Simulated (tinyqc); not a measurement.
Mass anisotropy: shallow donor in an anisotropic valley (effective-mass theory).

One valley: H = -c [(d2/dx2 + d2/dy2)/mt + (d2/dz2)/ml] - q/(eps r), c = hbar^2/2m0, q = e^2/(4 pi eps0). Trial function exp(-sqrt((x^2 + y^2)/a^2 + z^2/b^2)) with a > b: T = (c/3)(2/(mt a^2) + 1/(ml b^2)), V = -(q/eps) atan(u/b)/u, u = sqrt(a^2 - b^2). The central cell of the impurity is left out.

Constants: hbar^2/2m0 = 3.80998211 eV angstrom^2; e^2/(4 pi eps0) = 14.39964547 eV angstrom; Ry = 13.60569312 eV; a0 (Bohr radius) = 0.5291772105 angstrom.

Parameters, chosen for this exercise (out of a larger set: near those of GaP; not measured data):
- mt = 0.244 m0 (transverse mass)
- eps = 11.5 (dielectric constant)
- xs = (1.1, 2.3, 2.7, 6.9, 9.6, 26, 63, 95) (ratios ml/mt)

mt and eps fixed, ml varied. Energies in units of Ry*(mt) = Ry mt/eps^2 and lengths in a*(mt) = a0 eps/mt; the last two columns use one mass, 3/(1/ml + 2/mt) or (ml mt^2)^(1/3).

Results:

| ml/mt | a/a* | b/a | binding | conductivity mass | density-of-states mass |
|---|---|---|---|---|---|
| 1.10 | 0.980 | 0.967 | 1.032 | 1.031 | 1.032 |
| 2.30 | 0.848 | 0.744 | 1.292 | 1.232 | 1.320 |
| 2.70 | 0.824 | 0.703 | 1.350 | 1.266 | 1.392 |
| 6.90 | 0.709 | 0.507 | 1.701 | 1.399 | 1.904 |
| 9.60 | 0.677 | 0.452 | 1.824 | 1.426 | 2.125 |
| 26.0 | 0.602 | 0.321 | 2.181 | 1.472 | 2.962 |
| 63.0 | 0.555 | 0.237 | 2.469 | 1.488 | 3.979 |
| 95.0 | 0.538 | 0.206 | 2.590 | 1.492 | 4.563 |

What can be read from this table?

The binding grows from 1.03 to 2.59 Ry*(mt); for ml going to infinity the exact problem becomes two-dimensional, with 4 Ry*. The conductivity mass saturates at 1.5 and underbinds, by 18 % at ml/mt = 6.9; the density-of-states mass errs by +12 % there and by +76 % in the last row. With these mt and eps one unit is 25.10 meV.

tinyqc: `OMP_NUM_THREADS=1 python tinyqc.py 1281039 1281040 out.jsonl`; about 0.01 s, one thread, shared Intel(R) Xeon(R) Processor @ 2.30GHz.
